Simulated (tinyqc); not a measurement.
# Zero-field barrier from two thresholds

Question. The photoemission threshold over an interface barrier is Phi = P0 - sqrt(q F/(4 pi eps0 ei)). Find P0 and ei.

Constants: q = 1.602176634e-19 C, eps0 = 8.8541878128e-14 F/cm where lengths are in cm. Results are converted to the units shown.

thresholds at F = 0.5 and 2.9 MV/cm (eV): 1.8035105  1.6253728

Answer. Phi is linear in sqrt(F): the intercept is P0 and the slope gives ei.

P0 = 1.93 eV
ei = 4.50

Numbers from tinyqc (`OMP_NUM_THREADS=1 python tinyqc.py 2410052 2410053 out.jsonl`; about 0.01 s on one thread of a shared Intel Xeon 2.30GHz).
